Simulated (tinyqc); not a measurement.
Threshold-voltage variability of a planar MOSFET, analytic estimates: one step of the calculation.

Three independent sources add in quadrature: random dopants in the depleted layer, metal-gate grains of two orientations, and roughness of the two gate edges acting through the roll-off VT = VT(long) - Vr exp(-L/l). These are first-order estimates: no three-dimensional electrostatics, no percolation.

Task. Random dopants. ni = sqrt(Nc Nv) exp(-Eg/(2 Vt)), Eg in volts; Cox = 3.9 eps0/ti; Wd = sqrt(4 eps0 eps_r Vt ln(Na/ni)/(q Na)); dopants: s1 = (q/Cox) sqrt(Na Wd/(3 L W)). The slope A1 = s1 sqrt(L W); mean number of dopants Na L W Wd.

Values chosen for this exercise; material values close to those of silicon:
```
symbol    value   unit                                     meaning
T           300      K                                 temperature
Eg         1.11     eV                                    band gap
eps_r      11.6         relative permittivity of the semiconductor
Nc      2.79e19  cm^-3      conduction-band density of states at T
Nv      2.69e19  cm^-3         valence-band density of states at T
Na       4.8e17  cm^-3                              channel doping
ti          2.5     nm     oxide-equivalent thickness in inversion
L            90     nm                                 gate length
W           190     nm                                  gate width
```

Constants: q = 1.602176634e-19 C, kB = 1.380649e-23 J/K, Vt = kB T/q, eps0 = 8.8541878128e-14 F/cm where lengths are in cm. Results are converted to the units shown.

Find: Cox; Wd; mean number of dopants; A1; s1.

Result.

Cox = 1.381 uF/cm^2
Wd = 49.05 nm
mean number of dopants = 402.6
A1 = 1.028 mV um
s1 = 7.858 mV

Counting alone, 1/sqrt(N) of the depletion voltage q Na Wd/Cox = 273 mV, would give sqrt(3) times more: dopants deep in the layer act less on the surface.

tinyqc, about 0.01 s, one thread, Intel Xeon 2.30GHz (shared host): `OMP_NUM_THREADS=1 python tinyqc.py 2090164 2090165 out.jsonl`
